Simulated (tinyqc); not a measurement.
Opening the gap, as alloying or pressure does: deep trap from a strong local potential in a two-band host (Koster-Slater model with semi-elliptic bands). Computed by tinyqc, a small Python program. Command: `OMP_NUM_THREADS=1 python tinyqc.py 3025555 3025556 out.jsonl deeptrap walk`. One thread of a shared host (Intel(R) Xeon(R) Processor @ 2.30GHz), about 0.03 s of CPU time with the checks.

The valence band spans -2 W_v to 0 and the conduction band E_g to E_g + 2 W_c. The orbital at the impurity site has weight f_v in the valence band and 1 - f_v in the conduction band, each spread as a semi-ellipse (2/(pi W^2)) sqrt(W^2 - x^2) about the band centre. The impurity adds U to this orbital. Spin is left out.

Inputs (values chosen for the exercise, with a gap close to that of silicon):
```
quantity                                value  unit
gap E_g                                  1.14    eV
half-width of the valence band W_v        5.4    eV
half-width of the conduction band W_c     4.4    eV
valence weight f_v of the site orbital    0.6     -
impurity potential U                    -30.9    eV
```

Impurity: attractive, donor-like.

Method:
- In the gap G(E) = f_v (2/W_v^2)[x - sqrt(x^2 - W_v^2)] - (1 - f_v)(2/W_c^2)[y - sqrt(y^2 - W_c^2)], x = E + W_v, y = E_g + W_c - E.
- The trap level solves G(E) = 1/U (bisection). With D = -dG/dE = D_v + D_c, D_v = f_v (2/W_v^2)[x/sqrt(x^2 - W_v^2) - 1] and D_c = (1 - f_v)(2/W_c^2)[y/sqrt(y^2 - W_c^2) - 1], the weight on the impurity orbital is 1/(U^2 D) and the conduction-band character is D_c/D.
- The conduction band is shifted rigidly; widths, weights and U stay.

Against the gap:
```
E_g (eV)  E_t (eV)  depth below E_c (eV)  conduction character
0.570       0.5652               0.00477               0.93825
0.741       0.7218               0.01919               0.89704
0.912       0.8729               0.03908               0.87208
1.030       0.9751               0.05493               0.85990
1.140       1.0692               0.07085               0.85095
1.310       1.2129               0.09714               0.84027
1.480       1.3550               0.12501               0.83229
1.820       1.6360               0.18403               0.82144
```

As the conduction band moves up by 1.250 eV the level follows by 1.071 eV, a mean slope of 0.86; the local slope is the conduction character. A shallow donor would follow with slope 1 and a shallow acceptor with slope 0.
